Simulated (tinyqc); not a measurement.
Trap in a gate oxide as a short-range spherical well: one step. The bound level. Three cases, with inputs chosen for the exercise.

Problem. Solve for Et; the share outside is [sin^2(kR)/(2 kappa)]/[sin^2(kR)/(2 kappa) + R/2 - sin(2kR)/(4k)].

A spherical well of radius R and depth V0 below the conduction edge, one mass m, c = hbar^2/2m0. The s level at binding Et solves k cot(k R) = -kappa with k = sqrt(m (V0 - Et)/c), kappa = sqrt(m Et/c); it exists for V0 > Vc = c (pi/2R)^2/m. Outside, psi falls as exp(-kappa r)/r.

Constants: hbar^2/2m0 = 3.80998211 eV angstrom^2.

Give: Et; k; kappa; share outside; Vc.

Case 1.

Values chosen (out of a larger set: near those of SiO2 on Si; not measured data):
- R = 4.2 angstrom (radius of the well)
- V0 = 5.03 eV (depth of the well)
- m = 0.469 m0 (mass)

Solution.

Et = 2.4859 eV
k = 0.5596 1/angstrom
kappa = 0.5532 1/angstrom
share outside = 0.152
Vc = 1.136 eV

The well is 4.43 times the critical depth. Since dEt/dV0 equals the share inside, 0.85, a 1 % change of V0 moves Et by 1.7 %. The decay length is 1.8 angstrom, 0.4 times R.

Case 2.

Values chosen (out of a larger set: near those of HfO2 on Si; not measured data):
- R = 3.3 angstrom (radius of the well)
- V0 = 7.67 eV (depth of the well)
- m = 0.212 m0 (mass)

Solution.

Et = 1.2078 eV
k = 0.5997 1/angstrom
kappa = 0.2592 1/angstrom
share outside = 0.454
Vc = 4.072 eV

The well is 1.88 times the critical depth. Since dEt/dV0 equals the share inside, 0.55, a 1 % change of V0 moves Et by 3.5 %. The decay length is 3.9 angstrom, 1.2 times R.

Case 3.

Values chosen (out of a larger set: near those of SiO2 on Si; not measured data):
- R = 2.6 angstrom (radius of the well)
- V0 = 7.63 eV (depth of the well)
- m = 0.435 m0 (mass)

Solution.

Et = 1.9290 eV
k = 0.8068 1/angstrom
kappa = 0.4693 1/angstrom
share outside = 0.337
Vc = 3.197 eV

The well is 2.39 times the critical depth. Since dEt/dV0 equals the share inside, 0.66, a 1 % change of V0 moves Et by 2.6 %. The decay length is 2.1 angstrom, 0.8 times R.

Computed by tinyqc, one run a case: `OMP_NUM_THREADS=1 python tinyqc.py N N+1 out.jsonl` with N = 1252267, 1252283, 1252307; one thread of a shared Intel(R) Xeon(R) Processor @ 2.30GHz, about 0.01 s a run at most.
